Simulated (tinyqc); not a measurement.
# Energy and delay of logic against supply voltage: energy and delay against supply voltage

One expression serves below and above threshold: I(Vg) = Ik [ln(1 + exp((Vg - VT + dd V)/(al nf Vt)))]^al, with I_on = I(V) and I_off = I(0). Gate delay td = kd C V/I_on, clock period LD td. Per gate and cycle the switching energy is act C V^2 and the leakage energy I_off V LD td. No short-circuit current, no variation. Minima are sought above 0.09 V; below a few Vt gates no longer switch and the model has no meaning.

EDP = energy times td.

Inputs (values chosen for the exercise); values of the order met in logic technologies:
- T = 300 K (temperature)
- VT = 0.2 V (threshold voltage at zero drain bias)
- nf = 1.38 (slope factor)
- dd = 0.07 (barrier lowering per volt of supply)
- Ik = 1.1 uA (specific current of a gate)
- al = 1.48 (exponent of the current law)
- C = 0.39 fF (load capacitance of a gate)
- kd = 0.9 (delay factor)
- LD = 16 (logic depth)
- act = 0.05 (activity factor)

Constants: q = 1.602176634e-19 C, kB = 1.380649e-23 J/K, Vt = kB T/q. Results are converted to the units shown.

Results:
```
V (V)  I_on (uA)  I_off (nA)  td (ps)  switching (aJ)  leakage (aJ)  energy (aJ)  EDP (fJ ps)
0.15      0.2704       5.318    194.7          0.4387         2.485        2.924       0.5693
0.27       2.743       6.707    34.55           1.422         1.001        2.423      0.08371
0.38       8.347       8.292    15.98           2.816        0.8056        3.621      0.05787
0.5        16.95       10.45    10.35           4.875        0.8653        5.740      0.05944
0.62       27.39       13.15    7.947           7.496         1.036        8.532      0.06780
0.73       38.28       16.22    6.693           10.39         1.268        11.66      0.07804
0.85       51.44       20.38    5.800           14.09         1.608        15.70      0.09104
0.97       65.80       25.58    5.174           18.35         2.054        20.40       0.1056
1.2        96.32       39.37    4.373           28.08         3.305        31.38       0.1372
```

Estimate the missing row, V = 1.08 V.

Computed row:
```
V (V)  I_on (uA)  I_off (nA)  td (ps)  switching (aJ)  leakage (aJ)  energy (aJ)  EDP (fJ ps)
1.08       79.93       31.46    4.743           22.74         2.578        25.32       0.1201
```

With this row back in the table: td falls from 195 to 4.37 ps; the energy goes from 2.92 through a minimum of 2.42 (at V = 0.27 V among the rows listed) to 31.4 aJ and the EDP goes from 0.569 through a minimum of 0.0579 (at V = 0.38 V among the rows listed) to 0.137 fJ ps. The exact minima lie at V = 0.226 V for the energy and 0.418 V for the EDP. Going from 1.2 V to the energy minimum saves a factor of 13.8 in energy and costs a factor of 13.1 in delay. Below the minimum the leakage energy rises faster than the switching energy falls, because the clock period grows so steeply.

Program tinyqc, `OMP_NUM_THREADS=1 python tinyqc.py 2082032 2082033 out.jsonl`; Intel Xeon 2.30GHz, shared host, one thread, about 0.01 s.
